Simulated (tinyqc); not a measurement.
Mass and degeneracy from charge and saturation current.

Inverse problem. At high drain voltage only states moving towards the drain are filled: n = (N0/2) F_0(eta), N0 = gv m kB T/(pi hbar^2), F_0(x) = ln(1 + exp x), and I = q (N0/2) vT F_(1/2)(eta) per width, vT = sqrt(2 kB T/(pi m)), F_(1/2)(x) = (2/sqrt(pi)) int_0^infinity u^(1/2)/(1 + exp(u - x)) du. Find eta and m.

Parameters, values chosen for the exercise: temperature T = 150 K; valley degeneracy gv = 1.

Constants: q = 1.602176634e-19 C, kB = 1.380649e-23 J/K, hbar = 1.054571817e-34 J s, m0 = 9.1093837015e-31 kg. Results are converted to the units shown.

n = 2.8075907e11 cm^-2
I = 46.101248 uA/um

Answer. The mass drops out of I^2/(q^2 n) = gv (kB T)^2 F_(1/2)^2/(pi^2 hbar^2 F_0), which rises with eta and so fixes it; n then gives m.

eta = -0.130
m = 0.165 m0

Program tinyqc, `OMP_NUM_THREADS=1 python tinyqc.py 2400048 2400049 out.jsonl`; Intel Xeon 2.30GHz, shared host, one thread, about 0.01 s.
